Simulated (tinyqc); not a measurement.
Hueckel theory of the pi electrons, for the molecule [CH2+]c1ccc(Cl)cc1 (SMILES; centres numbered as the heavy atoms are written), step by step. One step of it, computed by the program tinyqc.

Task: Orbitals. Diagonalise; E = alpha + x beta with beta < 0, so the largest x are filled first; degenerate levels share their electrons. P = sum n_i c_ri c_si; each orbital has its largest coefficient positive (the first on a tie).

Hueckel matrix in units of beta (H = alpha + beta A), lower triangle:
```
,1C,2C,3C,4C,5C,6Cl,7C,8C
1C,0.000000
2C,1.000000,0.000000
3C,0.000000,1.000000,0.000000
4C,0.000000,0.000000,1.000000,0.000000
5C,0.000000,0.000000,0.000000,1.000000,0.000000
6Cl,0.000000,0.000000,0.000000,0.000000,0.440000,1.740000
7C,0.000000,0.000000,0.000000,0.000000,1.000000,0.000000,0.000000
8C,0.000000,1.000000,0.000000,0.000000,0.000000,0.000000,1.000000,0.000000
```

pi electrons, sum of z_r less the charge = 8

Give: x values; occupations; coefficients; charge and bond-order matrix P.

Result:

x values: 2.1684  1.8142  1.1597  1.0000  -0.0157  -1.0000  -1.2797  -2.1069

occupations: 2.0000  2.0000  2.0000  2.0000  0.0000  0.0000  0.0000  0.0000

coefficients:
```
,MO1,MO2,MO3,MO4,MO5,MO6,MO7,MO8
1C,0.1861,-0.2081,-0.3821,0.0000,0.7524,0.0000,-0.3934,-0.2347
2C,0.4036,-0.3776,-0.4431,0.0000,-0.0118,0.0000,0.5034,0.4946
3C,0.3445,-0.2384,-0.0659,0.5000,-0.3761,0.5000,-0.1254,-0.4036
4C,0.3434,-0.0550,0.3667,0.5000,0.0178,-0.5000,-0.3429,0.3558
5C,0.4002,0.1386,0.4912,0.0000,0.3758,0.0000,0.5643,-0.3460
6Cl,0.4111,0.8217,-0.3724,0.0000,-0.0942,0.0000,-0.0822,0.0396
7C,0.3434,-0.0550,0.3667,-0.5000,0.0178,0.5000,-0.3429,0.3558
8C,0.3445,-0.2384,-0.0659,-0.5000,-0.3761,-0.5000,-0.1254,-0.4036
```

charge and bond-order matrix P, lower triangle:
```
,1C,2C,3C,4C,5C,6Cl,7C,8C
1C,0.4480
2C,0.6461,1.0037
3C,0.2779,0.5166,0.8598
4C,-0.1295,-0.0062,0.7146,1.0110
5C,-0.2841,-0.2169,0.1449,0.6199,0.8412
6Cl,0.0956,0.0414,-0.0595,-0.0812,0.1910,1.9656
7C,-0.1295,-0.0062,-0.2854,0.0110,0.6199,-0.0812,1.0110
8C,0.2779,0.5166,-0.1402,-0.2854,0.1449,-0.0595,0.7146,0.8598
```
